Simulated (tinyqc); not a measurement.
Inside a calculation. Model: Gupta-type many-body potential for a metal. Computed by tinyqc, a small Python program that keeps every step. Command: `OMP_NUM_THREADS=1 python tinyqc.py 3003429 3003430 out.jsonl gupta walk`. One thread of a shared host (Intel(R) Xeon(R) Processor @ 2.30GHz), about 0.01 s of CPU time with the checks. Intermediate numbers are printed to about 7 digits and carried at full precision; extremes and crossings named in words are read from the listed rows.

E_i = sum_j A exp(-p (r_ij/r0 - 1)) - xi rho_i^gamma, with rho_i = sum_j exp(-2 q (r_ij/r0 - 1)); gamma = 1/2 is the tight-binding second-moment form. The crystal is fcc unless stated; d is the neighbour distance and a fixed number of shells is kept.

Inputs (values chosen for the exercise, for a model metal):

| quantity | value | unit |
|---|---|---|
| repulsion A | 0.0996 | eV |
| hopping xi | 0.756 | eV |
| decay p | 9.34 | - |
| decay q | 3.68 | - |
| reference distance r0 | 3.501 | angstrom |
| shells kept | 2 | - |
| embedding exponent gamma | 0.55 | - |

Surface: (100).

Constants: 1 eV/angstrom^3 = 160.2176634 GPa; 1 eV/angstrom^2 = 16.02176634 J/m^2.

## Equilibrium of the fcc crystal

fcc shells: d sqrt(k), k = 1..5, with 12, 6, 24, 12, 24 atoms; Omega = d^3/sqrt2. Equilibrium: dE/dd = 0; B = d^2 E''(d)/(9 Omega).

neighbour distance d = 3.447725 angstrom

lattice constant = 4.875819 angstrom

cohesive energy E_c = 1.803574 eV

bulk modulus B = 41.12280 GPa

## Shell terms at equilibrium

Repulsion and density of one neighbour in each shell, and their sums.

Shells:

| shell | count | r (angstrom) | repulsion (eV) | density |
|---|---|---|---|---|
| 1 | 12 | 3.447725 | 0.1148114 | 1.118511 |
| 2 | 6 | 4.875819 | 0.0025432 | 0.055564 |

repulsive energy = 1.392996 eV

density rho = 13.75552

The band term is -xi rho^gamma = -3.1966 eV; with the repulsion it gives -E_c.

## Unrelaxed vacancy

Each neighbour j of the vacancy loses one repulsive term and one density term: E_v = sum_shells count x {-repulsion - xi [(rho - density)^gamma - rho^gamma]}. (The removed atom returns to a bulk-like site, so its own energy cancels.)

vacancy energy E_v = 0.3978408 eV

ratio E_v/E_c, E_c = xi rho^gamma less the repulsive energy = 0.2205847

A pair potential gives E_v = E_c; here the ratio is 0.22, as the remaining bonds of the neighbours strengthen when one is lost.

## Elastic constants

Second derivatives of E/Omega at equilibrium under homogeneous strain: e_xx = h gives C11; e_xx = -e_yy = h gives 2 (C11 - C12); e_xy = e_yx = h/2 gives C44.

C11 = 46.69490 GPa

C12 = 38.33675 GPa

C44 = 12.28977 GPa

Cauchy pressure C12 - C44 = 26.04698 GPa

C12/C44 = 3.12; pair forces would give 1. The excess comes from the curvature of the embedding term.

## The (100) surface

Cut the crystal without relaxation; an atom in layer l keeps the neighbours that lie below the surface plane. Excess = E_i + E_c. Surface energy = sum of excesses over the layers, divided by the area per surface atom: (sqrt3/2) d^2 for (111), d^2 for (100), sqrt2 d^2 for (110).

Layers:

| layer | nearest neighbours | repulsion (eV) | rho | excess (eV) |
|---|---|---|---|---|
| 1 | 8 | 0.931207 | 9.22591 | 0.1686612 |
| 2 | 12 | 1.390453 | 13.69996 | 0.0045650 |

excess per surface atom = 0.1732262 eV

surface energy = 0.2334849 J/m^2

## Three surfaces against bond counting

Bond counting with pair bonds charges E_c/12 for each missing nearest neighbour: 3, 4 and 6 per surface cell.

Surfaces:

| face | missing bonds | excess (eV) | bond counting (eV) | ratio | surface energy (J/m^2) |
|---|---|---|---|---|---|
| (111) | 3 | 0.1278770 | 0.4508934 | 0.2836081 | 0.1990247 |
| (100) | 4 | 0.1732262 | 0.6011912 | 0.2881383 | 0.2334849 |
| (110) | 6 | 0.2769708 | 0.9017868 | 0.3071356 | 0.2639759 |

The order of surface energies is (111) < (100) < (110), with (110)/(111) = 1.326 against 1.225 from counting first-neighbour bonds. The excess is 0.28 to 0.31 of the bond-counting value: atoms with fewer neighbours have stronger bonds. Further shells enter the excess but not the count. Caution: relaxation, left out here, lowers surface energies.

## Energy against coordination

Nearest neighbours only, z equal bonds relaxed to their best length: r/r0 = 1 + ln[A p z^(1 - gamma)/(2 q gamma xi)]/(p - 2 q gamma), E = z A exp(-p (r/r0 - 1)) - xi [z exp(-2 q (r/r0 - 1))]^gamma.

Relaxed bonds:

| z | r (angstrom) | E per atom (eV) | E/z (eV) |
|---|---|---|---|
| 1 | 2.713212 | -1.065079 | -1.065079 |
| 2 | 2.919564 | -1.228369 | -0.614184 |
| 3 | 3.040273 | -1.335258 | -0.445086 |
| 4 | 3.125917 | -1.416692 | -0.354173 |
| 6 | 3.246626 | -1.539968 | -0.256661 |
| 8 | 3.332270 | -1.633887 | -0.204236 |
| 9 | 3.367334 | -1.673972 | -0.185997 |
| 12 | 3.452978 | -1.776063 | -0.148005 |

Bonds lengthen from 2.713 to 3.453 angstrom between z = 1 and 12, and |E| grows as z^0.206, the exponent gamma (p - 2q)/(p - 2 q gamma) = 0.206; pair bonds would give z^1 at a fixed length.

Checks made by the program: sum of the shell terms (relative difference below 1e-10); (C11 + 2 C12)/3 against B (relative difference 2e-10).
